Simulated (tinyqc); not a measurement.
From one set of inputs to another, one input at a time: self-heating of a transistor with one or more fingers, with temperature-dependent conductivity. Computed by tinyqc, a small Python program. Command: `OMP_NUM_THREADS=1 python tinyqc.py 3019029 3019030 out.jsonl selfheat ladder`. One thread of a shared host (Intel(R) Xeon(R) Processor @ 2.30GHz), about 0.2 s of CPU time with the checks.

N long parallel fingers lie on the top face of a slab whose bottom is held at T_0; the top is otherwise insulated, and heat flows in two dimensions. P in W/mm is 1000 P in W/m.

The inputs printed are set A. Set A is modelled on sapphire; the values taken over come from a set modelled on silicon. Inputs not listed in the table keep their values of set A, so the rows need not describe a real material.

Inputs (values chosen for the exercise, modelled on sapphire):

| quantity | value | unit |
|---|---|---|
| conductivity at the base temperature kappa_0 | 35.5 | W/(m K) |
| exponent m in kappa ~ T^-m | 1.28 | - |
| base temperature T_0 | 298 | K |
| power per gate width P | 1.2 | W/mm |
| fingers N | 8 | - |
| finger pitch s | 18 | micrometre |
| width of the heat source w | 1.1 | micrometre |
| substrate thickness t | 280 | micrometre |
| phonon free path Lambda | 17 | nm |
| heat capacity C | 3.12 | 1e6 J/(m^3 K) |
| pulse length | 0.9 | microsecond |

Power: fixed power.

Method:
- A line source of power P on the top face raises the top at distance x by (P/(pi kappa_0)) g(x), g(x) = -ln tanh(pi x/(4 t)) (the image sum for the slab). On a strip of width w the centre sees the mean of g over the strip, g_0 = 1 + ln(8 t/(pi w)) for w much below t.
- theta_i = (P/(pi kappa_0)) [g_0 + sum over j != i of g(|i - j| s)], with equal powers and constant conductivity; thermal resistance = largest theta/P.
- Kirchhoff transformation for kappa = kappa_0 (T/T_0)^-m: T = T_0 [1 - (m - 1) theta/T_0]^(-1/(m - 1)), where theta is the linear rise.
- The bracket vanishes at the power P T_0/((m - 1) theta).
- Near a source smaller than the free path, Fourier's law overstates the flow. Rough estimate: a strip that emits phonons into a half space adds a resistance times area of 4 Lambda/(3 kappa_0), from the ballistic flux C v Delta T/4 with kappa_0 = C v Lambda/3, so Delta T_b = 4 Lambda P/(3 kappa_0 w); Knudsen number Lambda/w.
- After switching on, theta(tau) = (P D/kappa_0) int_0^tau X(u) Z(u) du at the hottest finger, D = kappa_0/C; X = sum over fingers at distance x of [erf((x + w/2)/r) - erf((x - w/2)/r)]/(2 w), Z = sum_(j=-200..200) (-1)^j exp(-(2 j t/r)^2)/sqrt(pi D u), r = 2 sqrt(D u); trapezoid rule on 300 points evenly spaced in ln u from u_0 = 1e-3 min(tau, w^2/D) to tau, plus the exact piece 2 sqrt(u_0/(pi D))/w below u_0. Conductivity and power are held at their base values here, and Fourier's law is used even where the diffusion length is near a phonon free path.

Each row keeps all changes above it:

| input moved | from | to | ballistic rise Delta T_b (K) | linear rise after the pulse (K) | true rise / linear rise |
|---|---|---|---|---|---|
| set A | - | - | 0.6965 | 34.074 | 1.923 |
| substrate thickness t (micrometre) | 280 | 140 | 0.6965 | 34.074 | 1.614 |
| heat capacity C (1e6 J/(m^3 K)) | 3.12 | 1.61 | 0.6965 | 37.664 | 1.614 |
| pulse length (microsecond) | 0.9 | 78 | 0.6965 | 111.450 | 1.614 |
| finger pitch s (micrometre) | 18 | 17 | 0.6965 | 114.780 | 1.634 |
| exponent m in kappa ~ T^-m | 1.28 | 1.31 | 0.6965 | 114.780 | 1.662 |
| conductivity at the base temperature kappa_0 (W/(m K)) | 35.5 | 150 | 0.1648 | 39.893 | 1.112 |
| power per gate width P (W/mm) | 1.2 | 0.8 | 0.1099 | 26.595 | 1.073 |

Which inputs carry the difference?

Ballistic rise Delta T_b goes from 0.697 to 0.110, a factor 0.158 in all. The largest single move comes from conductivity at the base temperature kappa_0 (a factor 0.237). Linear rise after the pulse goes from 34.1 to 26.6, a factor 0.781 in all. The largest single move comes from pulse length (a factor 2.96), but it runs against the net change; the largest move in the direction of the net change is conductivity at the base temperature kappa_0 (a factor 0.348). True rise / linear rise goes from 1.92 to 1.07, a factor 0.558 in all. The largest single move comes from conductivity at the base temperature kappa_0 (a factor 0.670). The single moves hold for this order of the switches; the total does not depend on the order.

Caution (rows set A): above about 700 K a single power law for kappa and the device itself are out of range.

Extremes, crossings and ranges named in words are read from the listed rows.
